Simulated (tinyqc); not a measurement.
Changing the ion energy E: implant damage, amorphisation by cascade overlap, and solid-phase epitaxial regrowth. Computed by tinyqc, a small Python program. Command: `OMP_NUM_THREADS=1 python tinyqc.py 3110802 3110803 out.jsonl sper sweep`. One thread of a shared host (Intel(R) Xeon(R) Processor @ 2.30GHz), about 0.01 s of CPU time with the checks.

Range and width of the damage are inputs. Dynamic annealing enters only through the surviving share f.

Inputs (values chosen for the exercise, modelled on germanium ions in silicon):

| quantity | value | unit |
|---|---|---|
| ion Z1 | 32 | - |
| ion mass M1 | 72.6 | u |
| target Z2 | 14 | - |
| target mass M2 | 28.09 | u |
| displacement energy E_d | 14 | eV |

Constants: a_0 = 0.529177210903 angstrom; e^2/(4 pi eps_0) = 14.39964548 eV angstrom.

Method. Robinson partition: eps = E a M2/(Z1 Z2 (e^2/(4 pi eps_0)) (M1 + M2)), a = 0.8853 a_0/sqrt(Z1^(2/3) + Z2^(2/3)); k = 0.0793 Z1^(2/3) Z2^(1/2) (M1 + M2)^(3/2)/((Z1^(2/3) + Z2^(2/3))^(3/4) M1^(3/2) M2^(1/2)); damage energy T_d = E/(1 + k (eps + 0.40244 eps^(3/4) + 3.4008 eps^(1/6))); displacements nu = 0.8 T_d/(2 E_d).

One run for each value:

| ion energy E (keV) | T_d/E | displacements per ion nu | reduced energy eps |
|---|---|---|---|
| 1.0 | 0.85852 | 24.5 | 5.0827e-03 |
| 2.0 | 0.84318 | 48.2 | 1.0165e-02 |
| 4.2 | 0.82473 | 99.0 | 2.1347e-02 |
| 8.5 | 0.80468 | 195.4 | 4.3203e-02 |
| 17.0 | 0.78167 | 379.7 | 8.6405e-02 |
| 35.0 | 0.75259 | 752.6 | 1.7789e-01 |
| 72.0 | 0.71561 | 1472.1 | 3.6595e-01 |
| 150.0 | 0.66544 | 2851.9 | 7.6240e-01 |
| 300.0 | 0.60129 | 5153.9 | 1.5248e+00 |

Over the rows, T_d/E falls from 0.859 to 0.601 (exponent d ln y / d ln x -0.026 between the first rows and -0.15 between the last); displacements per ion nu rises from 24.5 to 5150 (exponent d ln y / d ln x 0.97 between the first rows and 0.85 between the last); reduced energy eps rises from 0.00508 to 1.52 (exponent d ln y / d ln x about 1.0 throughout). Electronic losses take a growing share as eps rises, so nu grows more slowly than E.
